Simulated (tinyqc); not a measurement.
Worked calculation: size effects in the resistivity of thin metal films and interconnect lines. Computed by tinyqc, a small Python program that keeps every step. Command: `OMP_NUM_THREADS=1 python tinyqc.py 3013357 3013358 out.jsonl size walk`. One thread of a shared host (Intel(R) Xeon(R) Processor @ 2.30GHz), about 0.01 s of CPU time with the checks. Intermediate numbers are printed to about 6 digits and carried at full precision; extremes and crossings named in words are read from the listed rows.

Electrons lose their drift at surfaces (a share 1 - p of the hits) and at grain boundaries (reflection R), besides bulk scattering.

Inputs (values chosen for the exercise, modelled on silver):

| quantity | value | unit |
|---|---|---|
| bulk resistivity rho_b | 1.58 | microohm cm |
| bulk mean free path lambda | 56.4 | nm |
| specularity p | 0.65 | - |
| grain-boundary reflection R | 0.54 | - |
| film thickness h | 68 | nm |
| grain size over thickness | 1.3 | - |

Geometry: film.

## Grain size

D = (ratio) h.

grain size D = 88.4 nm

## Grain boundaries

Mayadas-Shatzkes: alpha = (lambda/D) R/(1 - R); rho_b/rho = 1 - 3 alpha/2 + 3 alpha^2 - 3 alpha^3 ln(1 + 1/alpha).

alpha = 0.748967

rho/rho_b from grains = 2.03884

The linear estimate 1 + 3 alpha/2 gives 2.123, 4 % high; at large alpha the slope is 4/3.

## Surfaces

Fuchs-Sondheimer film: rho_b/rho = 1 - (3/(2 kappa))(1 - p) int_0^1 (s - s^3)(1 - exp(-kappa/s))/(1 - p exp(-kappa/s)) ds, f = rho/rho_b, kappa = thickness/lambda, 80 Gauss-Legendre points.

kappa = h/lambda = 1.20567

rho/rho_b from surfaces = 1.11602

The thick-film form 1 + 3 (1 - p)/(8 kappa) gives 1.109, a deviation of -0.6 %.

## Resistivity of the film

Both together (Mayadas-Shatzkes film): rho_b/rho = (rho_b/rho of the grains alone) - (6/(pi kappa))(1 - p) int_0^(pi/2) dphi int_0^1 ds (cos^2 phi/H^2)(s - s^3)(1 - exp(-kappa H/s))/(1 - p exp(-kappa H/s)), H = 1 + alpha/(cos phi sqrt(1 - s^2)), 40 x 80 Gauss-Legendre points. Sheet resistance rho/h; additive estimate rho_b (f_surface + f_grain - 1).

resistivity rho = 3.38804 microohm cm

sheet resistance = 0.498241 ohm

additive estimate = 3.40469 microohm cm

error of the additive estimate = 0.491292 %

Adding the two excesses (Matthiessen's rule) is 0.5 % high.

## Exact and approximate surface terms

Thick-film form 1 + 3 (1 - p)/(8 kappa); thin-film form (4/3)((1 - p)/(1 + p))/(kappa ln(1/kappa)).

Rho/rho_b:

| kappa | h (nm) | exact | thick-film form | thin-film form |
|---|---|---|---|---|
| 0.01 | 5.64000e-01 | 8.55598 | 14.1250 | 6.14154 |
| 0.02 | 1.12800e+00 | 5.32944 | 7.5625 | 3.61486 |
| 0.05 | 2.82000e+00 | 3.06178 | 3.6250 | 1.88821 |
| 0.1 | 5.64000e+00 | 2.15914 | 2.3125 | 1.22831 |
| 0.2 | 1.12800e+01 | 1.63688 | 1.6562 | 0.87866 |
| 0.5 | 2.82000e+01 | 1.27498 | 1.2625 | - |
| 1 | 5.64000e+01 | 1.13996 | 1.1313 | - |
| 2 | 1.12800e+02 | 1.06926 | 1.0656 | - |
| 5 | 2.82000e+02 | 1.02695 | 1.0263 | - |
| 10 | 5.64000e+02 | 1.01330 | 1.0131 | - |

The thick-film form is within 5 % down to kappa = 0.2; at kappa = 0.01 it is 1.65 times the exact value and the thin-film form 0.72 times. The resistivity doubles between 5.64 and 11.3 nm. Rows thinner than about 5 nm only illustrate the formulas.

Checks made by the program: grain-boundary formula against its angular integral 3 int_0^1 c^3/(c + alpha) dc (relative difference below 1e-10); combined formula at alpha -> 0 against Fuchs-Sondheimer (relative difference 1e-07).
